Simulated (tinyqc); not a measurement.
Scaling the whole coupling: critical temperature from a phonon spectrum: McMillan, Allen-Dynes and the linearised Eliashberg equation. Computed by tinyqc, a small Python program. Command: `OMP_NUM_THREADS=1 python tinyqc.py 3017306 3017307 out.jsonl eliashberg walk`. One thread of a shared host (Intel(R) Xeon(R) Processor @ 2.30GHz), about 0.01 s of CPU time with the checks.

alpha^2 F(omega) = sum_i (lambda_i omega_i/2) delta(omega - omega_i), so that lambda = 2 int alpha^2 F/omega d omega = sum_i lambda_i.

Inputs (values chosen for the exercise, for a model metal): peak energy omega_1 = 16.9 meV; coupling lambda_1 = 1.03; Coulomb pseudopotential mu* = 0.08.

Peaks in alpha^2 F: one.

Constants: k_B = 8.617333262e-05 eV/K.

Method:
- omega_log = exp(sum lambda_i ln omega_i / lambda); omega_rms = sqrt(sum lambda_i omega_i^2 / lambda).
- McMillan form: k_B T_c = (omega_log/1.2) exp[-1.04 (1 + lambda)/(lambda - mu* (1 + 0.62 lambda))]. Allen-Dynes multiplies it by f1 f2: f1 = [1 + (lambda/L1)^(3/2)]^(1/3), L1 = 2.46 (1 + 3.8 mu*); f2 = 1 + (omega_rms/omega_log - 1) lambda^2/(lambda^2 + L2^2), L2 = 1.82 (1 + 6.3 mu*) omega_rms/omega_log.
- Linearised Eliashberg equation at omega_n = (2n + 1) pi k_B T, n = 0..N-1: lambda(j) = sum_i lambda_i omega_i^2/(omega_i^2 + (2 pi j k_B T)^2); K_mn = lambda(m - n) + lambda(m + n + 1) - 2 mu*(N) - delta_mn [2m + 1 + lambda(0) + 2 sum_(j=1..m) lambda(j)], with 1/mu*(N) = 1/mu* + ln(omega_rms/omega_N), omega_N = (2N + 1) pi k_B T. T_c is where the largest eigenvalue rho of K is zero.
- N is the smallest integer at or above 8 omega_max/(2 pi k_B T_AD), omega_max the highest peak and T_AD the Allen-Dynes value.
- All lambda_i are multiplied by s. The last column is the large-lambda limit for mu* = 0, k_B T_c = 0.1827 omega_rms sqrt(lambda).

lambda = 1.03

omega_rms = 16.9 meV

omega_log = 16.9 meV

T_c (K):
```
s    lambda  McMillan  Allen-Dynes  Eliashberg  large-lambda limit
0.6   0.618     5.928        6.091       6.004              28.167
0.8   0.824    11.007       11.465      11.407              32.525
1.0   1.030    15.608       16.502      16.484              36.364
1.3   1.339    21.256       23.017      23.058              41.461
1.7   1.751    26.852       30.063      30.208              47.413
2.3   2.369    32.553       38.347      38.850              55.149
3.2   3.296    37.816       47.972      49.171              65.050
```

McMillan/Eliashberg runs from 0.99 at lambda = 0.62 to 0.77 at 3.30: the exponential form levels off at large lambda, while the true T_c keeps rising (exponent 0.71 between the last rows, tending to 1/2). Allen-Dynes stays within about 2 % over the table. The last row reaches 76 % of the mu* = 0 limit; with mu* above zero T_c stays below that line at any lambda.

Extremes, crossings and ranges named in words are read from the listed rows.
